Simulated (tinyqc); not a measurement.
Thermal stress, cracking, delamination and buckling of a thin film; Griffith cracks and misfitting inclusions. Which input was changed? Computed by tinyqc, a small Python program. Command: `OMP_NUM_THREADS=1 python tinyqc.py 3005409 3005410 out.jsonl filmcrack which`. One thread of a shared host (Intel(R) Xeon(R) Processor @ 2.30GHz), about 0.06 s of CPU time with the checks.

Isotropic linear elasticity; the substrate is much thicker than the film; stress is positive in tension.

Inputs (values chosen for the exercise, modelled on a copper film on silicon):
```
quantity                       value        unit
film Young's modulus E           119         GPa
film Poisson ratio nu           0.33           -
film expansion alpha_f          17.2      1e-6/K
substrate expansion alpha_s        3      1e-6/K
deposition temperature T_d       525           K
final temperature T              300           K
intrinsic stress                  77         MPa
film thickness h                0.22  micrometre
film toughness Gamma_f          6.19       J/m^2
interface toughness Gamma_i      2.3       J/m^2
substrate Young's modulus E_s    144         GPa
substrate Poisson ratio nu_s    0.21           -
inclusion radius R              0.24  micrometre
```

Inclusion: long cylinder (a filled via).

Method:
- Thermal strain = (alpha_f - alpha_s)(T_d - T); stress = E/(1 - nu) x strain + intrinsic stress; plane-strain modulus Ebar = E/(1 - nu^2); G0 = stress^2 h/(2 Ebar) is the energy freed per area when a long strip loses its stress across its width.
- Dundurs alpha = (Ebar - Ebar_s)/(Ebar + Ebar_s), with Ebar_s = E_s/(1 - nu_s^2). The channel-crack factor is taken as g = 1.258 (1 - alpha)^(-0.7), a rough interpolation chosen for the exercise (1.258 is the value for matched materials).
- Channel crack through the film: G = pi g G0, critical thickness where G = Gamma_f. Steady delamination from an edge: G = G0, critical thickness where G = Gamma_i.
- Film material fills a long cylinder of radius R in the substrate, with the misfit e = thermal strain (it wants to shrink if e > 0). With the axial strain held by the substrate, s0 = (1 + nu) e/[(1 + nu)(1 - 2 nu)/E + (1 + nu_s)/E_s]; inside s_rr = s_tt = s0 and s_zz = E e + 2 nu s0; outside s_rr = s0 (R/r)^2, s_tt = -s_rr. Keep-out radius: where |s_rr| falls to 10 MPa (R if it is lower at the wall).

Question. One of these inputs alone was changed, within the range given: film Young's modulus E (59.5 to 238); substrate expansion alpha_s (1.5 to 6); intrinsic stress (38.5 to 154); film toughness Gamma_f (3.095 to 12.38). Which one, and to what value?

Results; columns: (1) run; (2) critical thickness for channelling (micrometre); (3) critical thickness for delamination (micrometre); (4) keep-out radius (micrometre):
```
(1)          (2)       (3)       (4)
before  1.049226  1.479016  1.416260
after   1.419098  1.830254  1.346741
```

Answer.

Each candidate set to reproduce critical thickness for channelling, and what it then gives; columns: (1) candidate; (2) range searched; (3) value needed; (4) critical thickness for delamination (micrometre); (5) keep-out radius (micrometre):
```
(1)                                              (2)           (3)     (4)     (5)
film Young's modulus E (GPa)             59.5 to 238         88.80  1.8303  1.3467
substrate expansion alpha_s (1e-6/K)        1.5 to 6         5.260  2.0004  1.2987
intrinsic stress (MPa)                   38.5 to 154  out of reach       -       -
film toughness Gamma_f (J/m^2)        3.095 to 12.38         8.372  1.4790  1.4163
```

Only film Young's modulus E fits every result: it went from 119 to 88.8 GPa. The next best candidate, substrate expansion alpha_s, misses one result by 9.3 %.

Caution: at a stress above 0.4 % of E a ductile film would yield, and the elastic value is then an upper bound; a brittle film in tension cracks instead. Caution: plastic flow makes a ductile metal film far tougher than the brittle value used here.
